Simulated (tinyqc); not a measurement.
Film, cylinder and sphere at the same misfit: thermal stress, cracking, delamination and buckling of a thin film; Griffith cracks and misfitting inclusions. Computed by tinyqc, a small Python program. Command: `OMP_NUM_THREADS=1 python tinyqc.py 3020649 3020650 out.jsonl filmcrack walk`. One thread of a shared host (Intel(R) Xeon(R) Processor @ 2.30GHz), about 0.01 s of CPU time with the checks.

Isotropic linear elasticity; the substrate is much thicker than the film; stress is positive in tension.

Inputs (values chosen for the exercise, for a model film): film Young's modulus E = 353 GPa; film Poisson ratio nu = 0.2; film expansion alpha_f = 5.3 1e-6/K; substrate expansion alpha_s = 3.3 1e-6/K; deposition temperature T_d = 1325 K; final temperature T = 300 K; intrinsic stress = 690 MPa; film thickness h = 0.12 micrometre; substrate Young's modulus E_s = 152 GPa; substrate Poisson ratio nu_s = 0.27.

Method. Thermal strain = (alpha_f - alpha_s)(T_d - T); stress = E/(1 - nu) x strain + intrinsic stress; plane-strain modulus Ebar = E/(1 - nu^2); G0 = stress^2 h/(2 Ebar) is the energy freed per area when a long strip loses its stress across its width. Thermal misfit e alone, mean stress = trace/3 and largest difference of principal stresses inside. Film: E e/(1 - nu) in two directions, 0 in the third. Cylinder: s0 = (1 + nu) e/[(1 + nu)(1 - 2 nu)/E + (1 + nu_s)/E_s] twice and s_zz = E e + 2 nu s0. Sphere: e/[(1 - 2 nu)/E + (1 + nu_s)/(2 E_s)] three times.

thermal strain = 0.00205

Stresses inside (MPa):
```
shape         s1      s2      s3    mean  largest difference
film      904.56  904.56    0.00  603.04              904.56
cylinder  236.65  236.65  818.31  430.54              581.66
sphere    348.80  348.80  348.80  348.80                0.00
```

What follows from these numbers?

The mean stress in size is 603 MPa in the film, 431 in the cylinder and 349 in the sphere, while the largest difference, twice the largest shear stress, goes from 905 through 582 to 0. In a ductile solid shear can relax by slip and hydrostatic stress cannot.

Extremes, crossings and ranges named in words are read from the listed rows.
